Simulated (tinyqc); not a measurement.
A and C from the efficiency peak.

Problem. ABC model of an LED: J = q da (A n + Ba n^2 + Ca n^3), IQE = Ba n^2/(A n + Ba n^2 + Ca n^3), differential lifetime 1/(A + 2 Ba n + 3 Ca n^2). The peak lies at n = sqrt(A/Ca). Given Ba, find n at the peak, A and Ca.

Values chosen for this exercise:

| symbol | value | unit | meaning |
|---|---|---|---|
| Ba | 9.7e-11 | cm^3/s | radiative coefficient of the active layer |
| da | 6 | nm | thickness of the active layer |

Constants: q = 1.602176634e-19 C. Results are converted to the units shown.

peak IQE = 99.631377 %
J at the peak = 5.6968849 A/cm^2

Solution. IQE J = q da Ba n^2 gives n. At the peak A n = Ca n^3, each being half of the non-radiative rate Ba n^2 (1/IQE - 1).

n at the peak = 7.802e17 cm^-3
A = 1.400e5 1/s
Ca = 2.300e-31 cm^6/s

tinyqc, about 0.01 s, one thread, Intel Xeon 2.30GHz (shared host): `OMP_NUM_THREADS=1 python tinyqc.py 2300009 2300010 out.jsonl`
